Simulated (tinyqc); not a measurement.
# Surface potential of a MOS transistor: implicit equation and explicit approximations: effect of the acceptor density at fixed gate voltage

p-type body, charge-sheet picture, depletion and inversion only, full ionisation (an idealisation for deep acceptors), Boltzmann statistics (rough once Na exp(x - xn) passes about Nc/7). In units of Vt: xg = (Vg - Vfb)/Vt, x = psi/Vt, G = gamma/sqrt(Vt), xn = (2 phiF + Vc)/Vt. The implicit equation is (xg - x)^2 = G^2 [x - 1 + exp(x - xn)] for x above about 3. Cox = eps0 eox/tox.

ni = sqrt(Nc Nv) exp(-Eg/(2 Vt)), Eg in volts; phiF = Vt ln(Na/ni); gamma = sqrt(2 q eps0 eps_r Na)/Cox; VT = Vfb + Vt (xn + G sqrt(xn - 1)). Depletion value a = 1 + [sqrt(G^2/4 + xg - 1) - G/2]^2; inversion value b = xn + ln[(xg - xn)^2/G^2 - xn + 1] and first guess y = min(a, b) - ln(1 + exp(-|a - b|)) if a > xn + 1, else b = y = a; one second-order correction with D = exp(y - xn), p = 2 (xg - y) + G^2 (1 + D), w = (xg - y)^2 - G^2 (y - 1 + D): z = y + 2 w/(p + sqrt(p^2 - 2 (2 - G^2 D) w)), or the Newton step z = y + w/p where the root is not real. N_inv = (Cox Vt G/q) [sqrt(x - 1 + exp(x - xn)) - sqrt(x - 1)] at the root. Lambert form (Cox m Vt/q) W0[(G/(2 m sqrt(xn - 1))) exp((Vg - VT)/(m Vt))], m = 1 + G/(2 sqrt(xn - 1)). Errors under 1e-4 mV, and the linear form below VT, are printed as 0. Vfb is held fixed.

Parameters, values chosen for the exercise; band and dielectric values close to those of silicon: temperature T = 250 K; band gap Eg = 1.11 eV; relative permittivity eps_r = 11.9; conduction-band density of states at T Nc = 2.14e19 cm^-3; valence-band density of states at T Nv = 1.99e19 cm^-3; relative permittivity of the gate insulator (close to silicon dioxide) eox = 3.9; insulator thickness tox = 7.6 nm; flat-band voltage Vfb = -0.4 V; channel-body voltage Vc = 0 V; gate-body voltage Vg = 1.01 V.

Constants: q = 1.602176634e-19 C, kB = 1.380649e-23 J/K, Vt = kB T/q, eps0 = 8.8541878128e-14 F/cm where lengths are in cm. Results are converted to the units shown.

Result of one run:
```
Na (cm^-3)  psi (V)  x - xn  error of y (mV)  error of z (mV)  N_inv (cm^-2)  Cox (Vg - VT)/q (cm^-2)  Lambert form (cm^-2)
4e15        0.90295  7.4863             12.2            -1.23      1.2226e12                1.7007e12             1.3097e12
```

What becomes of these results when the acceptor density Na is changed from 4e15 to 8.8e15 cm^-3, all else the same?

Result of the changed run:
```
Na (cm^-3)  psi (V)  x - xn  error of y (mV)  error of z (mV)  N_inv (cm^-2)  Cox (Vg - VT)/q (cm^-2)  Lambert form (cm^-2)
8.8e15      0.91795  6.6057             11.5           -0.976      1.0733e12                1.5035e12             1.1380e12
```

The whole series:
```
Na (cm^-3)  psi (V)   x - xn  error of y (mV)  error of z (mV)  N_inv (cm^-2)  Cox (Vg - VT)/q (cm^-2)  Lambert form (cm^-2)
4e15        0.90295   7.4863             12.2            -1.23      1.2226e12                1.7007e12             1.3097e12
8.8e15      0.91795   6.6057             11.5           -0.976      1.0733e12                1.5035e12             1.1380e12
1.9e16      0.93166   5.7023             11.2           -0.845      8.7963e11                1.2614e12             9.2384e11
4.2e16      0.94315   4.6493             11.6           -0.946      6.1043e11                9.3436e11             6.3537e11
9.2e16      0.94507   3.1704             13.9            -1.76      2.6136e11                4.9489e11             2.6971e11
2e17        0.87889  -1.4546             1.19                0       4.3992e9                        0              4.3185e9
4.4e17      0.70745  -10.990          1.23e-4                0       5.2807e5                        0              3.5492e5
9.6e17      0.52284  -21.119                0                0         36.391                        0                7.0379
```

As Na goes from 4e15 to 9.6e17, psi goes from 0.903 through a maximum of 0.945 (at Na = 9.2e16 among the rows listed) to 0.523 V, x - xn falls from 7.49 to -21.1 and N_inv falls from 1.22e12 to 36.4 cm^-2. The Lambert form lies between 0.193 and 1.07 times N_inv. For Na = 4e15, 8.8e15, 1.9e16, 4.2e16 the electron quasi-Fermi level lies less than 2 Vt below the band edge at the surface, or above it, where degeneracy and confinement, left out, matter.

tinyqc, about 0.01 s, one thread, Intel Xeon 2.30GHz (shared host): `OMP_NUM_THREADS=1 python tinyqc.py 2122104 2122105 out.jsonl`
